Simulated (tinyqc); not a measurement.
# MOS structure on a p-type body with a doping step, non-linear Poisson equation by Newton steps: two studies

One dimension, insulator interface at x = 0, acceptor density N1 for x < x1 and Na beyond, net doping C = -(acceptor density). psi is counted from the intrinsic level: n = ni exp((psi - Vb)/Vt), p = ni exp(-psi/Vt); deep in the body psi_b = -Vt ln(Na/ni). The gate acts through Cox = eps0 eox/tox and has the potential psi_G = Vg - (phiM - chi - Vt ln(Nc/ni)). Boltzmann statistics, full ionisation, classical densities, no oxide or interface charge.

Parameters, values chosen for the exercise; band and dielectric values those of a made-up semiconductor:
- T = 300 K (temperature)
- Eg = 1.44 eV (band gap)
- eps_r = 10.5 (relative permittivity)
- Nc = 3.11e19 cm^-3 (conduction-band density of states at T)
- Nv = 3.08e19 cm^-3 (valence-band density of states at T)
- chi = 3.37 eV (electron affinity)
- Na = 1.4e18 cm^-3 (acceptor density deep in the body)
- eox = 7.33 (relative permittivity of the gate insulator (close to silicon nitride))
- tox = 2.3 nm (insulator thickness)
- phiM = 3.61 eV (gate work function)
- Vb = 0 V (electron quasi-Fermi potential against the body)
- x1 = 19 nm (depth of the doping step)
- N1 = 7e18 cm^-3 (acceptor density above the step)

Constants: q = 1.602176634e-19 C, kB = 1.380649e-23 J/K, Vt = kB T/q, eps0 = 8.8541878128e-14 F/cm where lengths are in cm. Results are converted to the units shown.

Each table varies one quantity; the others keep the values above.

## Charge and capacitance against gate voltage

ni = sqrt(Nc Nv) exp(-Eg/(2 Vt)), Eg in volts. The Poisson equation d/dx(eps0 eps_r dpsi/dx) = -q (p - n + C), with eps0 eps_r dpsi/dx = -Cox (psi_G - psi_0) at x = 0, is solved on a mesh of about 600 nodes or more. N_inv is the integral of n less its value deep in the body. C_LF = Cox (1 - dpsi_0/dVg) with all carriers following; C_HF is the same with the electron quasi-Fermi level shifting uniformly so that N_inv stays fixed. The centroid is that of the same excess.

Results:

| Vg (V) | psi_0 - psi_b (V) | N_inv (cm^-2) | C_LF/Cox | C_HF/Cox | centroid (nm) |
|---|---|---|---|---|---|
| 0.28 | 0.908 | 1.40e4 | 0.210 | 0.210 | 0.178 |
| 0.42 | 1.02 | 9.79e5 | 0.201 | 0.201 | 0.168 |
| 0.56 | 1.13 | 7.20e7 | 0.193 | 0.192 | 0.159 |
| 0.7 | 1.25 | 5.50e9 | 0.193 | 0.185 | 0.151 |
| 0.84 | 1.35 | 2.73e11 | 0.444 | 0.179 | 0.144 |
| 0.98 | 1.40 | 1.69e12 | 0.784 | 0.177 | 0.137 |
| 1.12 | 1.42 | 3.70e12 | 0.878 | 0.176 | 0.131 |
| 1.4 | 1.44 | 8.13e12 | 0.934 | 0.175 | 0.119 |
| 1.55 | 1.45 | 1.06e13 | 0.946 | 0.175 | 0.114 |

Estimate the missing row, Vg = 1.26 V.

Computed row:

| Vg (V) | psi_0 - psi_b (V) | N_inv (cm^-2) | C_LF/Cox | C_HF/Cox | centroid (nm) |
|---|---|---|---|---|---|
| 1.26 | 1.43 | 5.87e12 | 0.915 | 0.176 | 0.125 |

With this row back in the table: N_inv goes from 14000 to 1.06e13 cm^-2 and passes 2e11 cm^-2 at Vg = 0.826 V. Below threshold it takes 74.3 mV a decade between Vg = 0.56 and 0.7 V, against Vt ln 10 = 59.5 mV. C_LF/Cox is lowest, 0.193, at Vg = 0.56 V among the rows listed and ends at 0.946, while C_HF/Cox ends at 0.175. Between the last two rows q dN_inv/dVg is 0.934 Cox. Where the classical centroid is under about 2 nm, confinement would move the charge away from the interface and raise the threshold. Above about 2e12 cm^-2 degeneracy matters too.

## Effect of the depth of the doping step on threshold, swing and body effect

VT is the Vg at which N_inv = 2e11 cm^-2. m = 1/(dpsi_0/dVg) at N_inv = 1e8 cm^-2; the swing is the Vg between N_inv = 1e8 and 1e9 cm^-2; body coefficient [VT(Vb + 0.05 V) - VT(Vb)]/0.05 V - 1.

Effect of the depth of the doping step on threshold, swing and body effect:

| x1 (nm) | VT (V) | psi_0 - psi_b at VT (V) | m - 1 | swing (mV/decade) | body coefficient |
|---|---|---|---|---|---|
| 4.8 | 0.623 | 1.33 | 0.115 | 66.8 | 0.111 |
| 7 | 0.683 | 1.33 | 0.123 | 67.2 | 0.116 |
| 10 | 0.754 | 1.34 | 0.144 | 68.5 | 0.131 |
| 15 | 0.820 | 1.34 | 0.228 | 73.7 | 0.206 |
| 22 | 0.826 | 1.34 | 0.238 | 74.4 | 0.229 |
| 32 | 0.826 | 1.34 | 0.238 | 74.4 | 0.229 |
| 48 | 0.826 | 1.34 | 0.238 | 74.4 | 0.229 |

As x1 goes from 4.8 to 48, VT rises from 0.623 to 0.826 V, the swing rises from 66.8 to 74.4 mV/decade and the body coefficient rises from 0.111 to 0.229. The swing stays within 0.93 % of m Vt ln 10, and the body coefficient within 0.022 of m - 1.

Program tinyqc, `OMP_NUM_THREADS=1 python tinyqc.py 2080102 2080103 out.jsonl`; Intel Xeon 2.30GHz, shared host, one thread, about 0.6 s.
